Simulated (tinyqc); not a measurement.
Koster-Slater impurity in a tight-binding band, by Green functions and by supercells: one step, computed by the program tinyqc.

One orbital per site, e(k) = -2 t sum cos(k_i) over 3 direction(s), band from -6 t to 6 t, lattice constant 1. One site has the extra energy U. Spin is left out.

Task: Scattering. T = U/(1 - U G0); phase shift delta = -arg(1 - U G0) in (-pi, pi]; host density of states -Im G0/pi; on the impurity -Im[G0/(1 - U G0)]/pi; lifetime of a band state hbar/(-2 c Im T).

Inputs (values chosen for the exercise, for a model band): impurity potential U = -2.61 eV; impurity concentration c = 0.02 per site.

Lattice: simple cubic.

G0(E + i eta) = 0.5241903-0.3059917i 1/eV

Constants: hbar = 6.582119569e-16 eV s.

Give: T matrix; phase shift delta; host density of states; density of states on the impurity; scattering lifetime.

Result:

T matrix = -0.98958-0.33373i eV

phase shift delta = 0.32527 rad

host density of states = 0.097400 1/eV

density of states on the impurity = 0.015594 1/eV

scattering lifetime = 49.307 fs

The Born approximation would take Im T = U^2 Im G0 = -2.08 eV, 6.25 times the full value.
